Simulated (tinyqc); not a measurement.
# Lossy interposer transmission line with skin effect, step by step

Program tinyqc, `OMP_NUM_THREADS=1 python tinyqc.py 2810221 2810222 out.jsonl`; Intel Xeon 2.30GHz, shared host, one thread, about 0.01 s. Printed values are rounded.

A uniform line in a homogeneous dielectric: c = sqrt(er)/(c0 Z0), l = Z0 sqrt(er)/c0 (c0 = 299792458 m/s), g = w c td, w = 2 pi f. The resistance joins its limits as r = sqrt(r_dc^2 + r_hf^2), with r_dc = rho/(wd th), r_hf = kr rho/(2 delta (wd + th)), delta = sqrt(rho/(pi f mu0)), mu0 = 4 pi 1e-7 H/m; this is an interpolation, and internal inductance, up to 0.05 nH/mm at low frequency, is neglected.

Inputs (values chosen for the exercise):
```
symbol  value     unit                                  meaning
wd        8.4       um                       width of the strip
th        2.3       um                   thickness of the strip
rho       1.8  uohm cm                              resistivity
er        3.5                             relative permittivity
td      0.002                                      loss tangent
Z0         50      ohm             lossless impedance sqrt(l/c)
kr          2           factor for crowding and the return path
len         8       mm                                   length
Rg        100      ohm                        source resistance
RL        100      ohm                          load resistance
CL        300       fF                         load capacitance
f          16      GHz                                frequency
```

## Line constants

delta, r_dc, r_hf, r, l, c and g as defined.

delta = 0.5338219 um
r_dc = 0.9316770 ohm/mm
r_hf = 3.151319 ohm/mm
r = 3.286158 ohm/mm
l = 0.3120206 nH/mm
c = 124.8083 pF/m
g = 0.02509419 S/m

r is 3.53 times r_dc; the skin depth is 0.232 of the thickness.

## Propagation constant and impedance

gamma = sqrt((r + i w l)(g + i w c)) = alpha + i beta, Zc = sqrt((r + i w l)/(g + i w c)), roots with positive real part; loss 8.685889638 alpha in dB; phase velocity w/beta.

gamma len = 0.267559+5.025440i
Zc = 50.07090-2.56541i ohm
loss = 0.2904990 dB/mm
phase velocity over c0 = 0.5338203
r/(w l) = 0.1047623

r is below w l; the low-loss estimate 8.686 (r/(2 Z0) + g Z0/2) gives 0.291 dB/mm.

## Reflection, input impedance and transfer

ZL = 1/(1/RL + i w CL); reflection (ZL - Zc)/(ZL + Zc); Zin = Zc (ZL + Zc tanh(gamma len))/(Zc + ZL tanh(gamma len)); H = V_load/V_source = [Zin/(Zin + Rg)]/[cosh(gamma len) + (Zc/ZL) sinh(gamma len)].

ZL = 9.90508-29.87302i ohm
reflection at the load = -0.3276074-0.6324979i
Zin = 98.65488+38.87961i ohm
H = 0.2278621+0.1394286i
|H| = -11.46536 dB
